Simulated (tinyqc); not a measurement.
# Changing the mean composition c0

Model: Cahn-Hilliard equation on a periodic one-dimensional grid. Computed by tinyqc, a small Python program. Command: `OMP_NUM_THREADS=1 python tinyqc.py 3016215 3016216 out.jsonl cahn sweep`. One thread of a shared host (Intel(R) Xeon(R) Processor @ 2.30GHz), about 0.2 s of CPU time with the checks.

Free energy F = h sum_j [A (c_j^2 - 1)^2/4 + (kappa/2) ((c_(j+1) - c_j)/h)^2]; dc/dt = Lap(mu), mu = A (c^3 - c) - kappa Lap(c), Lap(y)_j = (y_(j+1) - 2 y_j + y_(j-1))/h^2, mobility 1; the grid has n = 12 points.

Inputs (values chosen for the exercise, in reduced units): spacing h = 1.4; well depth A = 1.3; gradient coefficient kappa = 0.75; noise amplitude = 0.02; time step dt = 0.16; end time = 60.

Scheme: explicit Euler.

random numbers: [-0.882, -0.595, -0.041, -0.224, -0.930, -0.777, 0.075, 0.751, -0.343, 0.808, -0.424, 0.627]

Method:
- f'' = A (3 c0^2 - 1). Mode m has lambda_m = (4/h^2) sin^2(pi m/n) and the rate w_m = -lambda_m (f'' + kappa lambda_m). In the continuum the fastest wavelength is 2 pi sqrt(2 kappa/|f''|) with the rate f''^2/(4 kappa). Explicit steps near c = +-1, where f'' = 2A, are stable for dt < 2/(16 kappa/h^4 + 8 A/h^2).
- Start: c_j = c0 + amplitude x (z_j - mean of z).
- c(new) = c + dt Lap(mu).
- Run to the end time; break off if |c| exceeds 3 or F has risen by more than 1e-9 in more than 30 steps. Domains = stretches with c > c0.

One run for each value:
```
mean composition c0  fastest wavelength  largest rate  F at the end       f''
-0.36                             8.633        0.2104         1.844  -0.79456
-0.24                             7.421        0.3855         3.217  -1.07536
-0.12                             6.900        0.5157         3.158  -1.24384
0.00                              6.749        0.5633         4.536  -1.30000
0.12                              6.900        0.5157         3.119  -1.24384
0.24                              7.421        0.3855         3.217  -1.07536
0.36                              8.633        0.2104         2.441  -0.79456
```

Describe and explain the trends.

Over the rows, fastest wavelength goes from 8.63 through a minimum among these rows, 6.75 at 0, to 8.63; largest rate goes from 0.210 through a maximum among these rows, 0.563 at 0, to 0.210; F at the end lies between 1.84 and 4.54 without a single trend. The spinodal lies at |c0| = 1/sqrt(3) = 0.577, where the wavelength diverges and the rate vanishes. Left out: -0.480, 0.480 (no mode grows enough within the run).

Extremes, crossings and ranges named in words are read from the listed rows.
